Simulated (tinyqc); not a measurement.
Oscillation of the Fermi level: Landau levels of a parabolic two-dimensional band.

E(N, s) = (N + 1/2) hbar wc + s gs muB B with s = +/-1/2.

In a field B along z: l = 1/sqrt((e/hbar) B) is the magnetic length, n_B = B/(h/e) the number of states per area in one level, hbar wc = 2 muB B/m for mass m in m0; 1/angstrom^2 = 1e16/cm^2.

Each listed level takes n_B electrons. At zero temperature and without broadening EF sits in the partly filled level.

Constants: hbar^2/2m0 = 3.80998211 eV angstrom^2; e/hbar = 1.519267448e-05 1/(T angstrom^2); h/e = 413566.7697 T angstrom^2; muB = 5.788381798e-05 eV/T.

Values chosen for the exercise (near those of a two-dimensional electron gas in GaAs; not measured data):
- m = 0.0671 m0 (mass)
- gs = -0.42 (g factor)
- gv = 1 (valleys)
- n = 13 x 1e11/cm^2 (electron sheet density)
- Bo = (9.43, 10.6, 12, 13.9, 16.5, 20.4, 26.5, 38.1, 67.2) T (fields)

Fixed density, zero temperature, no broadening. At B = 0, EF = 2 pi c n/(m gv) with c = hbar^2/2m0.

Filling:

| B (T) | nu | partly filled level | EF (meV) | filled share |
|---|---|---|---|---|
| 9.43 | 5.70 | 2- | 40.79 | 0.70 |
| 10.6 | 5.07 | 2- | 45.85 | 0.07 |
| 12.0 | 4.48 | 2+ | 51.61 | 0.48 |
| 13.9 | 3.87 | 1- | 36.14 | 0.87 |
| 16.5 | 3.26 | 1- | 42.90 | 0.26 |
| 20.4 | 2.64 | 1+ | 52.55 | 0.64 |
| 26.5 | 2.03 | 1+ | 68.26 | 0.03 |
| 38.1 | 1.41 | 0- | 33.33 | 0.41 |
| 67.2 | 0.80 | 0+ | 57.15 | 0.80 |

EF at B = 0 = 46.38 meV

What can be read from this table?

EF runs between 33.3 and 68.3 meV around its zero-field value of 46.4 meV. It follows a level while that level empties and falls to the next one down when nu passes a filled shell; the partly filled level changes 5 times in this table.

(tinyqc, `OMP_NUM_THREADS=1 python tinyqc.py 1282439 1282440 out.jsonl`, Intel(R) Xeon(R) Processor @ 2.30GHz, 1 thread, shared host, about 0.02 s.)
